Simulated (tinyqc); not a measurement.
Inside a calculation. Method: UHF in the 3-21g basis, for H2-, spin multiplicity 2. The basis has no diffuse functions, so it cannot describe the extra electron: this is an exercise in the method, not the real anion. One step of it, computed by the program tinyqc.

Task: Orthogonalisation. S = U s U^T; symmetric (Loewdin) form X = U s^(-1/2) U^T, so that X^T S X = 1.

overlap S, order 1H 1s, 1H 2s, 2H 1s, 2H 2s:
$$\begin{pmatrix}
1.000000 & 0.645899 & 0.073997 & 0.264479 \\
0.645899 & 1.000000 & 0.264479 & 0.582196 \\
0.073997 & 0.264479 & 1.000000 & 0.645899 \\
0.264479 & 0.582196 & 0.645899 & 1.000000
\end{pmatrix}$$

Give: eigenvalues of S; X.

Result:

eigenvalues of S: [0.2136, 0.3829, 1.1302, 2.2733]

X, order 1H 1s, 1H 2s, 2H 1s, 2H 2s:
$$\begin{pmatrix}
1.2404 & -0.4839 & 0.0273 & 0.0251 \\
-0.4839 & 1.4514 & 0.0251 & -0.4398 \\
0.0273 & 0.0251 & 1.2404 & -0.4839 \\
0.0251 & -0.4398 & -0.4839 & 1.4514
\end{pmatrix}$$
